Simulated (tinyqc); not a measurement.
Vertical double-diffused power MOSFET, components of the on-resistance: two steps of the calculation.

Stripe cells of pitch Wp + a, two channels a cell. Current flows through the channels, spreads in the accumulation layer, passes the gap between the p bodies and spreads at 45 degrees into the drift layer below them. Low drain voltage, full ionisation.

Parameters, values chosen for the exercise; bulk values close to those of 4H silicon carbide: temperature T = 300 K; relative permittivity eps_r = 9.9; critical-field constant Kc = 22700 V/cm per (cm^-3)^(1/8); rated breakdown voltage of the drift layer BV = 1700 V; drift mobility at 300 K mud = 804 cm^2/(V s); temperature exponent of the drift mobility bt = 2.2; gate oxide thickness (eps_r 3.9) tox = 33 nm; gate overdrive Vov = 9 V; channel mobility mch = 20 cm^2/(V s); accumulation-layer mobility mac = 57 cm^2/(V s); channel length Lc = 1.3 um; width of the p body in one cell, channels included Wp = 3.8 um; gap between neighbouring p bodies a = 2.8 um; depth of the p body xp = 1.1 um; doping of the gap over the drift doping Nj = 2; built-in voltage of the body junction Vbi = 2.95 V; substrate and contact resistance Rs = 0.051 mohm cm^2.

Constants: q = 1.602176634e-19 C, eps0 = 8.8541878128e-14 F/cm where lengths are in cm. Results are converted to the units shown.

Question 1. Drift layer. Triangular field at breakdown with Ec = Kc N^(1/8): BV = eps0 eps_r Ec^2/(2 q N), so N = (eps0 eps_r Kc^2/(2 q BV))^(4/3); W = 2 BV/Ec; mu = mud (T/300 K)^(-bt); rho = 1/(q mu N); ideal resistance rho W.

Give: drift doping N; Ec; drift thickness W; electron mobility mu at T; drift resistivity rho; ideal resistance.

Answer 1.

drift doping N = 7.790e15 cm^-3
Ec = 2.200 MV/cm
drift thickness W = 15.45 um
electron mobility mu at T = 804.0 cm^2/(V s)
drift resistivity rho = 0.9966 ohm cm
ideal resistance = 1.540 mohm cm^2

Question 2. Components of the on-resistance. Pitch p = Wp + a, Cox = 3.9 eps0/tox; zero-bias depletion in the gap w0 = sqrt(2 eps0 eps_r Vbi/(q N Nj)), open gap g = a - 2 w0; R_ch = Lc p/(2 mch Cox Vov); R_acc = 0.6 a p/(4 mac Cox Vov), 0.6 being an empirical factor for current leaving the layer along its length; R_gap = (rho/Nj) xp p/g; spreading depth t = min(W, (p - g)/2); R_drift = (rho p/2) ln((g + 2 t)/g) + rho (W - t); R_on = the sum with Rs.

drift doping N = 7.7898382e15 cm^-3
drift thickness W = 15.452972 um
electron mobility mu at T = 804 cm^2/(V s)
drift resistivity rho = 0.99656383 ohm cm

Find: w0; g; components; R_on; shares.

Answer 2.

w0 = 0.45518 um
g = 1.8896 um
components (mohm cm^2): channel 2.2776, accumulation 0.51639, gap 0.19144, drift 1.7166, substrate 0.051000
R_on = 4.7531 mohm cm^2
shares (%): channel 47.920, accumulation 10.864, gap 4.028, drift 36.115, substrate 1.073

The channel term is the largest. R_on is 3.09 times the ideal drift resistance rho W, and spreading raises the drift term to 1.11 times it.

Program tinyqc, `OMP_NUM_THREADS=1 python tinyqc.py 2230146 2230147 out.jsonl`; Intel Xeon 2.30GHz, shared host, one thread, about 0.01 s.
